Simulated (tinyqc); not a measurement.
Hubbard chain of 4 sites, step by step. One step of it, computed by the program tinyqc.

Task: Mean-field iteration 1. H(up) = T + U n(down), H(down) = T + U n(up); fill the lowest levels; n(new) = n + mixing (n(out) - n); E = tr T (rho up + rho down) + U sum n_up n_down of the output.

one-body matrix (hopping and site energies) (eV), lower triangle:
```
           1          2          3         4
1  -0.630000
2  -1.740000   0.420000
3   0.000000  -1.740000   0.820000
4   0.000000   0.000000  -1.740000  0.190000
```

U = 3.600000 eV

electrons, up and down: 2  2

mixing = 0.500000

n(up) at the start (a guess, not normalised): 1 0.550000, 2 0.450000, 3 0.550000, 4 0.450000

n(down) at the start (a guess): 1 0.450000, 2 0.550000, 3 0.450000, 4 0.550000

Give: levels, up; levels, down; energy; n(up) after iteration 1; n(down) after iteration 1.

Result:

levels, up (eV): -0.749  0.707  2.978  5.063

levels, down (eV): -0.722  0.750  2.890  5.082

energy = -3.442 eV

n(up) after iteration 1: 1 0.631, 2 0.403, 3 0.518, 4 0.448

n(down) after iteration 1: 1 0.522, 2 0.492, 3 0.423, 4 0.563
